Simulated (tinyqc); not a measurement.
Raising U: Hubbard ring of 6 sites, mean field against exact. Computed by the program tinyqc. Command: `OMP_NUM_THREADS=1 python tinyqc.py 115041 115042 out.jsonl`; one thread of a shared host (Intel(R) Xeon(R) Processor @ 2.60GHz), about 5 s.

one-body matrix (hopping and site energies) (eV):
```
         1        2        3        4        5        6
1   0.0000  -0.6700   0.0000   0.0000   0.0000  -0.6700
2  -0.6700   0.0000  -0.6700   0.0000   0.0000   0.0000
3   0.0000  -0.6700   0.0000  -0.6700   0.0000   0.0000
4   0.0000   0.0000  -0.6700   0.0000  -0.6700   0.0000
5   0.0000   0.0000   0.0000  -0.6700   0.0000  -0.6700
6  -0.6700   0.0000   0.0000   0.0000  -0.6700   0.0000
```

electrons, up and down: 3  3

Collinear unrestricted mean field (the lowest of 40 random starts) against exact diagonalisation.

Exact and mean-field results (eV):

| U | U/t | E exact | E mean field | mean \|n_up - n_down\| | double occupancy, exact | first gap in the sector |
|---|---|---|---|---|---|---|
| 0.340 | 0.507 | -4.86739 | -4.85000 | 0.000 | 0.233 | 1.225 |
| 0.670 | 1.000 | -4.42278 | -4.35500 | 0.000 | 0.216 | 1.110 |
| 1.340 | 2.000 | -3.62434 | -3.35000 | 0.000 | 0.181 | 0.880 |
| 2.010 | 3.000 | -2.97035 | -2.44636 | 0.554 | 0.145 | 0.676 |
| 2.680 | 4.000 | -2.45803 | -1.90034 | 0.758 | 0.111 | 0.516 |
| 4.020 | 6.000 | -1.77451 | -1.30490 | 0.891 | 0.064 | 0.325 |
| 5.360 | 8.000 | -1.37225 | -0.98980 | 0.938 | 0.039 | 0.234 |
| 8.040 | 12.000 | -0.93790 | -0.66541 | 0.972 | 0.019 | 0.152 |
| 13.400 | 20.000 | -0.57118 | -0.40100 | 0.990 | 0.007 | 0.091 |

In absolute terms mean field is worst at U/t = 4.0, 0.558 eV too high: at small U it is nearly exact, and at large U it misses only exchange-scale energies. Its local moments set in at U/t = 3.0 of those listed, a broken symmetry that the exact state of a finite cluster with equal spins does not have. Relative to the exact energy its error is 0.4 % at the smallest U, 30 % at most and 30 % at the largest. The double occupancy falls from 0.233 to 0.007; at the largest U the first gap is 0.68 times the exchange scale 4t^2/U.
